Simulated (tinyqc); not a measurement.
From one set of inputs to another, one input at a time: pair-potential crystal by lattice sums. Computed by tinyqc, a small Python program. Command: `OMP_NUM_THREADS=1 python tinyqc.py 3025009 3025010 out.jsonl pairsum ladder`. One thread of a shared host (Intel(R) Xeon(R) Processor @ 2.30GHz), about 0.05 s of CPU time with the checks.

Energy per atom E = (1/2) sum over neighbours of phi(r); d is the nearest-neighbour distance.

The inputs printed are set A. Inputs not listed in the table keep their values of set A, so the rows need not describe a real material.

Inputs (values chosen for the exercise, for model atoms):

| quantity | value | unit |
|---|---|---|
| well depth eps | 0.11 | eV |
| pair minimum r0 | 2.59 | angstrom |
| cut-off r_c/r0 | 2.48 | - |
| repulsive exponent n | 10 | - |
| attractive exponent m | 6 | - |

Potential: Mie n-m. Structure: sc.

Constants: 1 eV/angstrom^3 = 160.2176634 GPa.

Method:
- phi0(r) = eps [m (r0/r)^n - n (r0/r)^m]/(n - m); shifted-force cut-off: phi(r) = phi0(r) - phi0(r_c) - (r - r_c) phi0'(r_c) for r < r_c, zero beyond.
- Shells (distance in units of d, count): fcc 1.0000 (12), 1.4142 (6), 1.7321 (24), 2.0000 (12), 2.2361 (24), 2.4495 (8), 2.6458 (48), 2.8284 (6), 3.0000 (36), 3.1623 (24); hcp 1.0000 (12), 1.4142 (6), 1.6330 (2), 1.7321 (18), 1.9149 (12), 2.0000 (6), 2.2361 (12), 2.3805 (12), 2.4495 (6), 2.5166 (6), 2.5820 (12), 2.6458 (24), 2.7080 (6), 2.8868 (12), 3.0000 (12), 3.1091 (24), 3.1623 (12); bcc 1.0000 (8), 1.1547 (6), 1.6330 (12), 1.9149 (24), 2.0000 (8), 2.3094 (6), 2.5166 (24), 2.5820 (24), 2.8284 (24), 3.0000 (32); sc 1.0000 (6), 1.4142 (12), 1.7321 (8), 2.0000 (6), 2.2361 (24), 2.4495 (24), 2.8284 (12), 3.0000 (30), 3.1623 (24); diamond 1.0000 (4), 1.6330 (12), 1.9149 (12), 2.3094 (6), 2.5166 (12), 2.8284 (24), 3.0000 (16). Volumes per atom in d^3: fcc 0.70711, hcp 0.70711, bcc 0.76980, sc 1.00000, diamond 1.53960; hcp has the ideal c/a. Every shell inside the cut-off is summed.
- Equilibrium: dE/dd = 0 at the lowest minimum with d between 0.78 r0 and 1.45 r0; B = d^2 E''(d)/(9 Omega).
- Unrelaxed vacancy: removing an atom breaks its bonds (2|E|) and placing it on the surface returns |E|, so E_v = |E|.
- At zero stress C_ijkl = (1/(2 Omega)) sum (phi'' - phi'/r) R_i R_j R_k R_l / r^2 over all neighbours, on cube axes; so C44 = C12 (Cauchy relation). C' = (C11 - C12)/2.

Each row keeps all changes above it:

| input moved | from | to | energy per atom (eV) | bulk modulus B (GPa) | C11 (GPa) |
|---|---|---|---|---|---|
| set A | - | - | -0.5381 | 42.66 | 149.82 |
| cut-off r_c/r0 | 2.48 | 2.53 | -0.5467 | 43.33 | 152.00 |
| repulsive exponent n | 10 | 16 | -0.4774 | 54.60 | 180.21 |
| attractive exponent m | 6 | 5 | -0.5100 | 52.85 | 176.47 |
| pair minimum r0 (angstrom) | 2.59 | 2.38 | -0.5100 | 68.11 | 227.43 |
| well depth eps (eV) | 0.11 | 0.222 | -1.0293 | 137.47 | 458.99 |

Where does the difference come from?

Energy per atom goes from -0.538 to -1.03, -0.491 in all. The largest single move comes from well depth eps (-0.519), and repulsive exponent n works against it (+0.0693). Bulk modulus B goes from 42.7 to 137, a factor 3.22 in all. The largest single move comes from well depth eps (a factor 2.02). C11 goes from 150 to 459, a factor 3.06 in all. The largest single move comes from well depth eps (a factor 2.02). The single moves hold for this order of the switches; the total does not depend on the order.

Extremes, crossings and ranges named in words are read from the listed rows.
